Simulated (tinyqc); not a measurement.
Parabolic quantum dot in a magnetic field (Fock-Darwin): one step. Orbital levels. The numbers come from values chosen for the exercise (near those of a gate-defined dot in Si).

hbar wc = 1.925399 meV
hbar W = 1.617650 meV

Problem. The eight lowest (n, l) from E = (2n + |l| + 1) W - l wc/2.

Give: a table of (n,l), E (meV).

Solution.

Levels:
```
"(n,l)",E (meV)
"(0,0)",1.618
"(0,1)",2.273
"(0,2)",2.928
"(0,3)",3.583
"(0,-1)",4.198
"(0,4)",4.237
"(1,0)",4.853
"(0,5)",4.892
```

Run: tinyqc, `OMP_NUM_THREADS=1 python tinyqc.py 1282178 1282179 out.jsonl`; Intel(R) Xeon(R) Processor @ 2.30GHz, one thread, shared host; about 0.04 s of CPU time with all checks.
